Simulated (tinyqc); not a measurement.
# AlGaN/GaN HEMT with access regions, lumped model: what changes with what

A polarisation-induced electron sheet under a Schottky gate, in series with two ungated access regions and contacts. Drift law v = mu E/(1 + mu E/vs) under the gate. Currents in mA/mm, resistances in ohm mm. No self-heating, no channel-length modulation; fits for polarisation, barrier and offset are chosen for the exercise.

Values chosen for this exercise; values close to those of AlGaN/GaN structures: aluminium share of the barrier x = 0.16; barrier thickness d = 20 nm; relative permittivity of barrier and channel eps_r = 9; channel mobility mu = 1300 cm^2/(V s); saturation velocity vs = 1.4e7 cm/s; gate length Lg = 1 um; source access length Ls = 0.5 um; drain access length Ld = 16 um; resistance of each contact Rc = 0.35 ohm mm; share of the drain-access electrons removed by traps ft = 0; gate voltage Vg = 1 V.

Constants: q = 1.602176634e-19 C, eps0 = 8.8541878128e-14 F/cm where lengths are in cm. Results are converted to the units shown.

Each table varies one quantity; the others keep the values above.

## Effect of the barrier thickness

sigma = (5e13 x + 1.6e13 x^2) cm^-2, phiB = 0.84 + 1.3 x, dEc = 0.7 (1.71 x + x^2) in volts, Cb = eps0 eps_r/d, VT = phiB - dEc - q sigma/Cb, access density n0 = -Cb VT/q. Access resistance R(L, n) = L/(q mu n sqrt(1 - (I/(q n vs))^2)); Rs = Rc + R(Ls, n0), Rd = Rc + R(Ld, (1 - ft) n0). Vg' = Vg - I Rs, Vd' = Vd - I (Rs + Rd); with u = Vg' - VT, Vc = vs Lg/mu and w the smaller of Vd' and Vc [sqrt(1 + 2 u/Vc) - 1] (0 if negative), the channel gives (mu Cb/Lg)(u w - w^2/2)/(1 + w/Vc). I equals that channel current. Isat is I at Vd = 10 V, gm = dIsat/dVg, Ron the limit of Vd/I at small Vd.

Effect of the barrier thickness:
```
d (nm)   VT (V)  n0 (cm^-2)  Ron (ohm mm)  Isat (mA/mm)  gm (mS/mm)
8       -0.5141    3.196e12         26.00         334.9       19.29
11       -1.021    4.618e12         18.38         470.3       41.41
14       -1.529    5.430e12         15.82         545.4       42.47
18       -2.205    6.093e12         14.24         606.5       35.33
22       -2.881    6.514e12         13.41         645.5       28.97
27       -3.727    6.865e12         12.79         678.0       23.33
33       -4.741    7.146e12         12.34         704.1       18.81
```

What does the table show?

As d goes from 8 to 33 nm, Ron falls from 26.0 to 12.3 ohm mm, Isat rises from 335 to 704 mA/mm and gm goes from 19.3 through a maximum of 42.5 (at d = 14 nm among the rows listed) to 18.8 mS/mm. VT falls from -0.514 to -4.74 V. For d = 14 to 33 nm the power passes 5 W/mm, where self-heating, left out here, lowers the current. In every row the gated channel is not yet saturated at 10 V, because the access regions take the voltage, and gm drops. In every row Vg comes within 0.2 V of phiB or passes it, so at low drain current, as for Ron, the Schottky gate would conduct.

## Effect of the aluminium share of the barrier

Same model as above.

Effect of the aluminium share of the barrier:
```
x     VT (V)  n0 (cm^-2)  Ron (ohm mm)  Isat (mA/mm)  gm (mS/mm)
0.12  -1.663    4.136e12         20.58         419.0       27.73
0.17  -2.767    6.880e12         12.73         680.2       32.25
0.22  -3.906    9.713e12         9.249         942.1       32.32
0.27  -5.081    1.264e13         7.287          1204       31.34
0.32  -6.291    1.565e13         6.028          1465       30.07
0.37  -7.538    1.874e13         5.152          1726       28.71
0.42  -8.820    2.193e13         4.508          1985       27.34
```

What does the comparison show, and why?

As x goes from 0.12 to 0.42, Ron falls from 20.6 to 4.51 ohm mm, Isat rises from 419 to 1980 mA/mm and gm goes from 27.7 through a maximum of 32.3 (at x = 0.22 among the rows listed) to 27.3 mS/mm. VT falls from -1.66 to -8.82 V. For x = 0.17 to 0.42 the power passes 5 W/mm, where self-heating, left out here, lowers the current. In every row the gated channel is not yet saturated at 10 V, because the access regions take the voltage, and gm drops. For x = 0.12 to 0.27 Vg comes within 0.2 V of phiB or passes it, so at low drain current, as for Ron, the Schottky gate would conduct.

## Effect of the gate voltage

Same model as above.

The same in every row: VT (V) = -2.543; n0 (cm^-2) = 6.324e12.

Effect of the gate voltage:
```
Vg (V)  Ron (ohm mm)  Isat (mA/mm)  gm (mS/mm)
-2.1           17.58         33.36       126.6
-1.6           15.27         112.5       183.3
-1.1           14.56         212.6       214.3
-0.6           14.22         324.9       233.8
0              13.99         469.9       248.3
0.5            13.86         594.4       173.5
1              13.77         627.9       31.92
1.5            13.70         639.1       15.92
```

As Vg goes from -2.1 to 1.5 V, Ron falls from 17.6 to 13.7 ohm mm, Isat rises from 33.4 to 639 mA/mm and gm goes from 127 through a maximum of 248 (at Vg = 0 V among the rows listed) to 15.9 mS/mm. The ceiling Cb vs is 558 mS/mm. For Vg = 0.5 to 1.5 V the power passes 5 W/mm, where self-heating, left out here, lowers the current. For Vg = 0.5 to 1.5 V the gated channel is not yet saturated at 10 V, because the access regions take the voltage, and gm drops. For Vg = 1 to 1.5 V Vg comes within 0.2 V of phiB or passes it, so at low drain current, as for Ron, the Schottky gate would conduct.

Program tinyqc, `OMP_NUM_THREADS=1 python tinyqc.py 2570145 2570146 out.jsonl`; Intel Xeon 2.30GHz, shared host, one thread, about 0.04 s.
